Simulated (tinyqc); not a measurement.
Inside a calculation. Model: gated two-dimensional channel with two bands, quantum capacitance.

Computed by the program tinyqc: `OMP_NUM_THREADS=1 python tinyqc.py 2200020 2200021 out.jsonl`, one thread of a shared Intel Xeon 2.30GHz, about 0.01 s for the whole run. Printed values are rounded.

phi is the Fermi level above the lowest band edge, in volts; Vg is counted from the gate voltage at which an empty channel would have phi = 0. The channel has no thickness; trap charge is -q Dit phi.

Inputs (values chosen for the exercise); lowest band close to that of monolayer MoS2:
```
symbol,value,unit,meaning
T,150,K,temperature
eox,3.9,,relative permittivity of the gate insulator (close to silicon dioxide)
tox,0.92,nm,insulator thickness
md,0.497,m0,in-plane mass
gv,2,,valley degeneracy
m2,1.2,m0,"in-plane mass of a second band, chosen freely"
g2,4,,"valley degeneracy of that band, chosen freely"
E2,0.23,eV,second band edge above the first
Dit,0,cm^-2 eV^-1,density of traps
Vg,0.85,V,gate voltage
```

Constants: q = 1.602176634e-19 C, kB = 1.380649e-23 J/K, hbar = 1.054571817e-34 J s, m0 = 9.1093837015e-31 kg, Vt = kB T/q, eps0 = 8.8541878128e-14 F/cm where lengths are in cm. Results are converted to the units shown.

## Gate capacitance

Cox = eps0 eox/tox.

Cox = 3.753406 uF/cm^2

## Starting value

phi = 0.01 V.

phi at the start = 0.01 V

## Iteration 1: new phi

D1 = gv md m0 q/(pi hbar^2), D2 = g2 m2 m0 q/(pi hbar^2) per eV; n1 = D1 Vt ln(1 + exp(phi/Vt)), n2 = D2 Vt ln(1 + exp((phi - E2)/Vt)), n = n1 + n2; Cq = q dn/dphi = q [D1/(1 + exp(-phi/Vt)) + D2/(1 + exp((E2 - phi)/Vt))]. Newton: f = phi + q (n + Dit phi)/Cox - Vg, phi(new) = phi - f/(1 + (Cq + q Dit)/Cox).

n1 = 6.188294e12 cm^-2
n2 = 1.051787e6 cm^-2
Cq = 45.52446 uF/cm^2
f = -0.5758468 V
phi after iteration 1 = 0.05386121 V

## Iteration 2: new phi

As before.

n1 = 2.244708e13 cm^-2
n2 = 3.130396e7 cm^-2
Cq = 65.51133 uF/cm^2
f = 0.1620373 V
phi after iteration 2 = 0.04508052 V

## Iteration 3: new phi

As before.

n1 = 1.888021e13 cm^-2
n2 = 1.587017e7 cm^-2
Cq = 64.55291 uF/cm^2
f = 0.001000576 V
phi after iteration 3 = 0.04502554 V

## Course of the iteration

Stop when the step is below 1e-10 V, or after 40 iterations.

Course of the iteration:

| iteration | phi before the step (V) | step (V) |
|---|---|---|
| 1 | 0.01 | 0.0439 |
| 2 | 0.05386121 | -8.78e-3 |
| 3 | 0.04508052 | -5.50e-5 |
| 4 | 0.04502554 | -3.28e-9 |
| 5 | 0.04502554 | < 1e-14 |

Converged in 5 iterations.

## Charge and capacitances at the solution

converged phi = 0.04502554 V

D1 = gv md m0 q/(pi hbar^2), D2 = g2 m2 m0 q/(pi hbar^2) per eV; n1 = D1 Vt ln(1 + exp(phi/Vt)), n2 = D2 Vt ln(1 + exp((phi - E2)/Vt)), n = n1 + n2; Cq = q dn/dphi = q [D1/(1 + exp(-phi/Vt)) + D2/(1 + exp((E2 - phi)/Vt))]. 1/C_G = 1/Cox + 1/(Cq + q Dit); dphi/dVg = Cox/(Cox + Cq + q Dit).

n = 1.885807e13 cm^-2
Cq = 64.54475 uF/cm^2
C_G = 3.547133 uF/cm^2
dphi/dVg = 0.05495618

Cq is 17.2 times Cox, so C_G is 94.5 % of Cox; 5.30 % of the gate voltage has gone into phi.
